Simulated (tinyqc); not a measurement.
Two-valley model of the transferred-electron effect: one step, computed by the program tinyqc.

Both kinds of valley share one electron temperature T_e, and each has a constant mobility.

Task: Equilibrium. Density-of-states ratio R = Z (m2/m1)^(3/2); n2/n1 = R exp(-dE/(k_B T_e)); mean mobility mu = (mu1 + mu2 n2/n1)/(1 + n2/n1); energy balance e mu F^2 = (3/2) k_B (T_e - T)/tau_E; v = mu F.

Inputs (values chosen for the exercise, modelled on GaAs):

| quantity | value | unit |
|---|---|---|
| central-valley mass m1 | 0.069 | m_0 |
| satellite-valley mass m2 | 0.23 | m_0 |
| satellite valleys Z | 4 | - |
| valley separation dE | 0.32 | eV |
| central-valley mobility mu1 | 8200 | cm^2/(V s) |
| satellite-valley mobility mu2 | 170 | cm^2/(V s) |
| lattice temperature T | 300 | K |

Solver: bisection.

Constants: k_B = 8.617333262e-05 eV/K.

Give: R; n2/n1 without field; low-field mobility.

Result:

R = 24.343

n2/n1 without field = 1.0247e-04

low-field mobility = 8199.2 cm^2/(V s)

dE is 12.4 k_B T, so the satellites are empty without field.
